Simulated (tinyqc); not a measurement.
# MOSFET in the linear regime without short-channel effects, parameter extraction from computed curves, step by step

tinyqc, about 0.01 s, one thread, Intel Xeon 2.30GHz (shared host): `OMP_NUM_THREADS=1 python tinyqc.py 2210010 2210011 out.jsonl` Printed values are rounded.

Inversion charge Q = Cox n Vt W0(exp((Vg - VT)/(n Vt))), W0 the Lambert function and n = nf; u = Q/Cox; mobility mu = mu0/(1 + th1 u + th2 u^2); channel resistance Rch = (L - dL)/(W mu Q); Id = Vd/(Rch + Rsd/W). Cox = eps0 eox/tox. Small Vd, no channel-length or drain effects.

Parameters, values chosen for the exercise; channel values of the order met in silicon transistors: temperature T = 300 K; relative permittivity of the gate insulator (close to silicon dioxide) eox = 3.9; insulator thickness tox = 3.6 nm; low-field mobility mu0 = 310 cm^2/(V s); first mobility attenuation factor th1 = 0.62 1/V; second mobility attenuation factor th2 = 0.24 1/V^2; threshold voltage VT = 0.45 V; body factor nf = 1.2; gate width W = 0.5 um; drawn gate length L = 1.3 um; drawn less effective length dL = 0.003 um; source plus drain resistance Rsd = 480 ohm um; drain voltage Vd = 0.02 V.

Constants: q = 1.602176634e-19 C, kB = 1.380649e-23 J/K, Vt = kB T/q, eps0 = 8.8541878128e-14 F/cm where lengths are in cm. Results are converted to the units shown.

## Transfer curve

| point | Vg (V) |
|---|---|
| 0 | 0.25 |
| 1 | 0.35 |
| 2 | 0.45 |
| 3 | 0.55 |
| 4 | 0.65 |
| 5 | 0.75 |
| 6 | 0.85 |
| 7 | 0.95 |
| 8 | 1.05 |
| 9 | 1.15 |

u, mu, Rch and Id as defined.

| point | u (V) | mu (cm^2/(V s)) | Rch (ohm) | Id (uA) |
|---|---|---|---|---|
| 0 | 4.91034e-5 | 309.991 | 1.77664e8 | 1.12571e-4 |
| 1 | 0.00118876 | 309.772 | 7.34383e6 | 0.00272302 |
| 2 | 0.0175941 | 306.632 | 5.01271e5 | 0.0398223 |
| 3 | 0.0733178 | 296.156 | 1.24546e5 | 0.159355 |
| 4 | 0.150921 | 282.065 | 63527.3 | 0.310139 |
| 5 | 0.236930 | 267.156 | 42724.2 | 0.457831 |
| 6 | 0.326940 | 252.370 | 32775.8 | 0.592842 |
| 7 | 0.419227 | 238.077 | 27095.2 | 0.712879 |
| 8 | 0.512967 | 224.444 | 23488.9 | 0.818033 |
| 9 | 0.607709 | 211.544 | 21036.0 | 0.909258 |

## Threshold and mobility at the peak transconductance

gm_i = (Id_(i+1) - Id_(i-1))/(Vg_(i+1) - Vg_(i-1)); at the point j of largest gm the tangent meets the axis at V_ext = Vg_j - Id_j/gm_j; field-effect mobility gm_j L/(W Cox Vd) with the drawn L.

| point | gm (uS) |
|---|---|
| 1 | 0.198549 |
| 2 | 0.783160 |
| 3 | 1.35158 |
| 4 | 1.49238 |
| 5 | 1.41351 |
| 6 | 1.27524 |
| 7 | 1.12596 |
| 8 | 0.981894 |

j = 4
V_ext = 0.442185 V
field-effect mobility = 202.261 cm^2/(V s)

V_ext is 7.8 mV below the model VT, and the mobility so found is 35 % below mu0 L/(L - dL) = 311 cm^2/(V s), the value for the drawn L; attenuation, series resistance and the slow approach of Q to a straight line all lower the peak gm.

## The Y function

Y_i = Id_i/sqrt(gm_i). For Id = beta Vd x/(1 + th x), x = Vg - VT, Y = sqrt(beta Vd) x whatever th. Slope s from points 5 and 8; VT_Y = Vg - Y/s at point 8; beta = s^2/Vd; mobility beta L/(W Cox) with the drawn L; th* = (beta Vd x/Id - 1)/x at point 8.

| point | Y (uA^0.5 V^0.5) |
|---|---|
| 1 | 0.00611107 |
| 2 | 0.0449988 |
| 3 | 0.137071 |
| 4 | 0.253873 |
| 5 | 0.385084 |
| 6 | 0.524980 |
| 7 | 0.671823 |
| 8 | 0.825541 |

s = 1.46819 uA^0.5 V^-0.5
VT_Y = 0.487715 V
beta = 107.779 uA/V^2
mobility from Y = 292.144 cm^2/(V s)
th* = 0.856622 1/V

The mobility from Y is 6.0 % below mu0 L/(L - dL) = 311 cm^2/(V s), which it should reach in deep inversion when th2 = 0. th* compares with th1 + mu0 Cox Rsd/(L - dL) = 0.730 1/V, since series resistance enters like th1.
